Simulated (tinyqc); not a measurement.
Inside a calculation: phonon-assisted absorption at an indirect gap. Values are carried at full precision from step to step, so a last printed digit may differ when a step is redone from the rounded ones.

alpha(E) = sum_j A_j [N_j (E - Eg + w_j)^2 + (N_j + 1)(E - Eg - w_j)^2], each bracket counted only where its base is positive; N_j = 1/(exp(w_j/kB T) - 1). The first term absorbs a phonon and the second emits one; excitons and direct transitions are left out.

Constants: kB = 8.617333262e-05 eV/K.

Values chosen for the exercise (loosely those of SiGe at room temperature; Eg is not tied to T; not measured data): Eg = 0.952 eV (indirect gap, held fixed unless listed); w = (50.4, 15.7) meV (two zone-edge phonons); A = (3700, 300) 1/(cm eV^2) (their strengths); T = 300 K; E = 0.996 eV (photon energy); nr = 3.74 (refractive index); d = 110 micrometre (thickness); xj = 0.26 micrometre (dead layer at the surface); W = 7 micrometre (depleted width); L = 31 micrometre (minority diffusion length below it).

## The four branches at one energy

Evaluate the occupations and each term.

N_j: [0.1660, 1.197]

terms with phonon absorption (1/cm): [5.472, 1.280]

terms with phonon emission (1/cm): [0, 0.5278]

alpha = 7.280 1/cm
wavelength hc/E (hc = 1239.841984 eV nm) = 1244.8 nm

Phonon absorption supplies 92.7 % of alpha; the depth 1/alpha is 1.37e+03 micrometre.

## What a slab does with it

Slab of thickness d in air, incoherent passes: R = ((nr - 1)/(nr + 1))^2, x = exp(-alpha d); transmitted Tr = (1 - R)^2 x/(1 - R^2 x^2), reflected Rt = R + (1 - R)^2 R x^2/(1 - R^2 x^2), absorbed Ab = (1 - R)(1 - x)/(1 - R x).

d in cm is 1e-4 times the value in micrometres.

R = 0.3342
x = 0.9230
Tr = 0.4523
Rt = 0.4736
Ab = 0.0741

A single pass would absorb (1 - R)(1 - x) = 0.0512; the back face adds 0.0229.

## Quantum efficiency of a diode

Photodiode (Gaertner form with a dead layer): QE = (1 - R) exp(-alpha xj) [1 - exp(-alpha W)/(1 + alpha L)], R = ((nr - 1)/(nr + 1))^2; responsivity = QE/E in A/W for E in eV.

Evaluate the factors; 1 micrometre = 1e-4 cm.

passes the dead layer = 0.9998
collected share = 0.0270
QE = 0.0180
responsivity = 0.0181 A/W

Without diffusion from below the collected share would be 0.0051.

## Checks

- Tr + Rt + Ab against 1: both 1.000000.

tinyqc: `OMP_NUM_THREADS=1 python tinyqc.py 1682507 1682508 out.jsonl`; about 0.01 s, one thread, shared Intel(R) Xeon(R) Processor @ 2.30GHz.
